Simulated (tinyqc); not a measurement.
Worked calculation: Pariser-Parr-Pople SCF with singles CI, for the molecule O=c1cccccc1 (SMILES; centres numbered as the heavy atoms are written). One step of it, computed by the program tinyqc.

Question. Iteration 2: orbitals and new P. Diagonalise F (the basis is taken as orthonormal) and form P = 2 sum c c over the lowest orbitals.

F (eV):
```
           1O         2C         3C         4C         5C         6C         7C         8C
1O  -9.267030  -5.326254   0.397487   0.459849  -0.246174  -0.246174   0.459849   0.397487
2C  -5.326254  -4.497212  -3.853880  -0.284517   0.263585   0.263585  -0.284517  -3.853880
3C   0.397487  -3.853880  -5.943206  -5.192011  -0.131955   0.682155   0.178617  -0.655571
4C   0.459849  -0.284517  -5.192011  -6.462775  -4.231656  -0.107706   0.344671   0.178617
5C  -0.246174   0.263585  -0.131955  -4.231656  -6.551016  -5.095760  -0.107706   0.682155
6C  -0.246174   0.263585   0.682155  -0.107706  -5.095760  -6.551016  -4.231656  -0.131955
7C   0.459849  -0.284517   0.178617   0.344671  -0.107706  -4.231656  -6.462775  -5.192011
8C   0.397487  -3.853880  -0.655571   0.178617   0.682155  -0.131955  -5.192011  -5.943206
```

pi electrons, sum of z_r less the charge = 8

Give: orbital energies; P after iteration 2.

Answer.

orbital energies (eV): -15.2634  -13.4779  -12.6947  -10.2503  -2.4182  -1.7660  1.5626  2.6297

P after iteration 2:
```
         1O       2C       3C       4C       5C       6C       7C       8C
1O   1.5369   0.7280  -0.1355  -0.2283   0.1429   0.1429  -0.2283  -0.1355
2C   0.7280   0.7453   0.4135   0.1257  -0.1257  -0.1257   0.1257   0.4135
3C  -0.1355   0.4135   0.9320   0.7914   0.0462  -0.3215  -0.0785   0.2609
4C  -0.2283   0.1257   0.7914   0.9587   0.5175   0.0409  -0.1687  -0.0785
5C   0.1429  -0.1257   0.0462   0.5175   0.9682   0.7666   0.0409  -0.3215
6C   0.1429  -0.1257  -0.3215   0.0409   0.7666   0.9682   0.5175   0.0462
7C  -0.2283   0.1257  -0.0785  -0.1687   0.0409   0.5175   0.9587   0.7914
8C  -0.1355   0.4135   0.2609  -0.0785  -0.3215   0.0462   0.7914   0.9320
```
